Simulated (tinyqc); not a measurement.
Full law against its linear and parabolic limits: Deal-Grove kinetics of thermal oxidation of silicon. Computed by tinyqc, a small Python program. Command: `OMP_NUM_THREADS=1 python tinyqc.py 3026916 3026917 out.jsonl oxide walk`. One thread of a shared host (Intel(R) Xeon(R) Processor @ 2.30GHz), about 0.06 s of CPU time with the checks.

Oxidant diffuses through the oxide and reacts at the interface, so that dx/dt = B/(A + 2x) for the oxide thickness x.

Inputs (values chosen for the exercise, close to those used for silicon):

| quantity | value | unit |
|---|---|---|
| prefactor B0 | 849 | um^2/h |
| activation energy E_B | 1.22 | eV |
| prefactor (B/A)0 | 5.56e+06 | um/h |
| activation energy E_A | 2.01 | eV |
| temperature T | 800 | C |
| oxidant pressure p | 2 | atm |
| pressure exponent m of B/A | 0.73 | - |
| initial oxide x_i | 0.005 | um |
| time t | 0.4 | h |

Ambient: dry oxygen. Surface: (111).

Constants: k_B = 8.617333262e-05 eV/K.

Method:
- B = B0 p exp(-E_B/(k_B T)), B/A = (B/A)0 p^m exp(-E_A/(k_B T)), p in atm; A = B/(B/A).
- Temperatures in kelvin are T(C) + 273.15.
- tau = (x_i^2 + A x_i)/B and x = (A/2) [sqrt(1 + 4 B (t + tau)/A^2) - 1], the root of x^2 + A x = B (t + tau).
- Silicon consumed is 0.44 times the oxide grown; the rate is B/(A + 2x).
- Linear limit x = (B/A)(t + tau); parabolic limit x = sqrt(B (t + tau)).

tau = 1.49932 h

length A = 0.944380 um

parabolic constant B = 0.00316603 um^2/h

linear constant B/A = 0.00335250 um/h

Thickness (um):

| t (h) | full | linear limit | parabolic limit | 2x/A |
|---|---|---|---|---|
| 0.05 | 0.00517 | 0.00519 | 0.07004 | 0.01094 |
| 0.1 | 0.00533 | 0.00536 | 0.07116 | 0.01129 |
| 0.25 | 0.00583 | 0.00586 | 0.07442 | 0.01234 |
| 0.5 | 0.00666 | 0.00670 | 0.07956 | 0.01410 |
| 1 | 0.00831 | 0.00838 | 0.08895 | 0.01759 |
| 2 | 0.01159 | 0.01173 | 0.10526 | 0.02454 |
| 4 | 0.01809 | 0.01844 | 0.13195 | 0.03831 |
| 8 | 0.03084 | 0.03185 | 0.17342 | 0.06531 |
| 16 | 0.05541 | 0.05867 | 0.23538 | 0.11736 |
| 32 | 0.10142 | 0.11231 | 0.32567 | 0.21478 |

What does the comparison show, and why?

Both limits lie above the full result, since each drops one resistance. The linear law overshoots by 0.55 % in the first row and 11 % in the last, the parabolic law by 1300 % and 220 %. The linear law is the better one in every row, as 2x/A stays below 1.24.
